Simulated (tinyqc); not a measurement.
Millisecond and nanosecond annealing: surface heating, thermal budget and solid-phase regrowth: one step, computed by the program tinyqc.

A square pulse heats the surface of a thick wafer with constant thermal properties; losses by radiation are neglected and silicon melts at 1414 C.

Problem. Peak temperature. Absorbed flux q = (1 - R) fluence/t_p; kappa = k/c. With f(z, t) = (2 q/k) sqrt(kappa t) ierfc(z/(2 sqrt(kappa t))), ierfc(x) = exp(-x^2)/sqrt(pi) - x erfc(x): T = T0 + f(z, t) during the pulse and T0 + f(z, t) - f(z, t - t_p) after it. At the surface the rise at the end of the pulse is 2 q sqrt(t_p/(pi k c)); the fluence that just melts the surface scales with (1414 - T0).

Inputs (values chosen for the exercise, modelled on hot silicon with phosphorus):

| quantity | value | unit |
|---|---|---|
| incident fluence | 4.07 | J/cm^2 |
| pulse length t_p | 8.8e-05 | s |
| reflectance R | 0.45 | - |
| thermal conductivity k | 0.23 | W/(cm K) |
| heat capacity per volume c | 2.17 | J/(cm^3 K) |
| preheat temperature T0 | 800 | C |

Source: scanned laser.

Give: absorbed flux q; kappa; thermal length sqrt(kappa t_p); peak temperature; fluence at the melting threshold.

Solution.

absorbed flux q = 25437.5 W/cm^2

kappa = 0.1060 cm^2/s

thermal length sqrt(kappa t_p) = 30.54 um

peak temperature = 1181 C

fluence at the melting threshold = 6.557 J/cm^2
